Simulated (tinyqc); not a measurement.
Inside a calculation. Model: X-ray photoelectron analysis of a thin oxide on a semiconductor: attenuation lengths, thickness, angle series and band offsets. Computed by tinyqc, a small Python program that keeps every step. Command: `OMP_NUM_THREADS=1 python tinyqc.py 3113667 3113668 out.jsonl xps walk`. One thread of a shared host (Intel(R) Xeon(R) Processor @ 2.30GHz), about 0.01 s of CPU time with the checks. Intermediate numbers are printed to about 7 digits and carried at full precision; extremes and crossings named in words are read from the listed rows.

The same element is seen in the oxide and in the substrate, at nearly the same kinetic energy; films are flat and uniform, and the work function is ignored.

Inputs (values chosen for the exercise, modelled on SiO2 on silicon):
```
quantity                                           value     unit
photon energy                                        650       eV
binding energy of the core level                    99.4       eV
oxide density                                       2.14   g/cm^3
oxide formula mass                                 60.08    g/mol
valence electrons per oxide formula                   16        -
oxide gap                                           9.07       eV
substrate density                                   2.33   g/cm^3
substrate formula mass                             28.09    g/mol
valence electrons per substrate formula                4        -
substrate gap                                       1.12       eV
oxide thickness d                                    4.2       nm
emission angle from the normal                        15  degrees
attenuation length over inelastic mean free path    0.91        -
carbon overlayer                                    0.01       nm
counts in the two peaks together                  100000        -
valence band offset used to make the data           4.41       eV
core level less valence band top, substrate         98.8       eV
core level less valence band top, thick oxide       98.1       eV
field in the oxide                                  0.18    MV/cm
```

## Inelastic mean free paths

TPP-2M: lambda = E/(E_p^2 [b ln(c E) - C/E + D/E^2]) in angstrom, E_p = 28.8 sqrt(N_v rho/M), b = -0.10 + 0.944/sqrt(E_p^2 + E_g^2) + 0.069 rho^0.1, c = 0.191/sqrt(rho), U = N_v rho/M, C = 1.97 - 0.91 U, D = 53.4 - 20.8 U, with E = photon energy less binding energy in eV. Attenuation length L = factor x lambda.

kinetic energy E = 550.6 eV

Terms:
```
layer      E_p (eV)           b          c  lambda (nm)
oxide      21.74175  0.01452613  0.1305649     1.954278
substrate  16.58917  0.03186580  0.1251283     1.515713
```

L in the oxide = 1.778393 nm

L in the substrate = 1.379299 nm

## Peak ratio

R_0 = (rho_o/M_o) L_o/((rho_s/M_s) L_s); peak ratio R = I_ox/I_sub = R_0 [exp(d/(L_o cos theta)) - 1]; hence d = L_o cos theta ln(1 + R/R_0). A carbon layer weakens both peaks alike, by exp(-d_C/(L_o cos theta)) if its L is taken equal to L_o. This R_0 leaves out intrinsic losses from the substrate peak, so calibrated values can be larger.

R_0 = 0.5536674

d/(L_o cos theta) = 2.444994

ratio R = 5.830382

oxide share of the counts = 0.8535953

attenuation by carbon = 0.9941955

depth 3 L_o cos theta = 5.153387 nm

## Error budget of the thickness

With x = d/(L_o cos theta): d ln d/d ln R = (1 - exp(-x))/x = -d ln d/d ln R_0; counting error of R = 1/sqrt(N f (1 - f)), f the oxide share, which times the sensitivity gives that of d; an angle error adds tan(theta) d theta; d is proportional to L_o at fixed R_0. Assumed errors: 5 % in R_0, 1 degree, 5 % in L_o.

sensitivity to R = 0.3735279

counting error of d = 0.3341331 %

R_0 = 1.867639 %

angle = 0.4676596 %

L_o = 5 %

The attenuation length is the largest of these terms.

## Angle series: uniform film or islands?

Islands: half of the surface carries 2 d and half none, R = R_0 (1/2)(1 - t)/(1/2 + t/2) with t = exp(-2 d/(L_o cos theta)); the apparent thickness is read with the uniform formula.

Against the angle:
```
theta (degrees)    R, uniform  R, islands  apparent d, islands (nm)
0                5.320072e+00   0.5439151                  1.216957
20               6.281350e+00   0.5464487                  1.147418
35               9.339961e+00   0.5502103                  1.005204
45               1.506915e+01   0.5522784                  0.870064
55               3.344349e+01   0.5533738                  0.706770
65               1.474188e+02   0.5536519                  0.520946
75               5.082410e+03   0.5536674                  0.319043
```

A uniform film gives d = 4.2 nm at every angle. The island film of the same volume reads 1.22 nm at normal emission and 0.319 nm at 75 degrees; its ratio cannot pass R_0, since the bare half always shows the substrate.

## Band offsets by core levels

Valence band offset = (E_core - E_v)(substrate) - (E_core - E_v)(oxide) + (core level separation at the interface, oxide less substrate). The separation is made here from the given offset; a uniform field F that raises the binding energy towards the surface shifts the oxide peak by e F <z>, <z> = d/(1 - exp(-x)) - d/x, x = d/(L_o cos theta), being the mean distance from the interface. Conduction band offset = oxide gap - substrate gap - valence band offset.

separation without field = 3.71 eV

<z> = 2.881047 nm

separation with field = 3.761859 eV

apparent valence band offset = 4.461859 eV

true conduction band offset = 3.54 eV

apparent conduction band offset = 3.488141 eV

The field biases both offsets by 0.052 eV, in opposite directions.

Checks made by the program: thickness recovered (relative difference below 1e-10).
